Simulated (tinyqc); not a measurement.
Tersoff bond-order potential: one step, computed by the program tinyqc.

E = (1/2) sum_(i, j != i) [A exp(-lambda r_ij) - b_ij B exp(-mu r_ij)], b_ij = (1 + (beta zeta_ij)^n)^(-1/(2n)), zeta_ij = sum_(k != i, j) g(theta_ijk), g = 1 + c^2/d^2 - c^2/(d^2 + (h - cos theta)^2), with theta at atom i. Only nearest neighbours count (cut-off function 1 for them, 0 beyond).

Question. An open trimer. Atom 1 binds atoms 2 and 3, which do not interact. b_12 = b_13 follow from zeta = g(theta); b_21 = b_31 = 1. E = sum over the two bonds of A exp(-lambda r) - (b + 1)/2 B exp(-mu r).

Inputs (values chosen for the exercise, modelled on silicon):
```
quantity,value,unit
A,1859.6,eV
B,469.33,eV
lambda,2.4799,1/angstrom
mu,1.7322,1/angstrom
beta,1.06e-06,-
n,0.7898,-
c,101200,-
d,16.12,-
h,-0.5957,-
bond length r_12,2.47,angstrom
bond length r_13,2.46,angstrom
angle theta at atom 1,132,degrees
```

Give: g(theta); bond order b_12; repulsive terms; attractive terms B exp(-mu r); energy of the trimer.

Answer.

g(theta) = 818.8

bond order b_12 = 0.9976

repulsive terms (eV): [4.066, 4.169]

attractive terms B exp(-mu r) (eV): [6.506, 6.620]

energy of the trimer = -4.876 eV

g is least (g = 1) at cos theta = h, 126.6 degrees, wider than the tetrahedral 109.47.
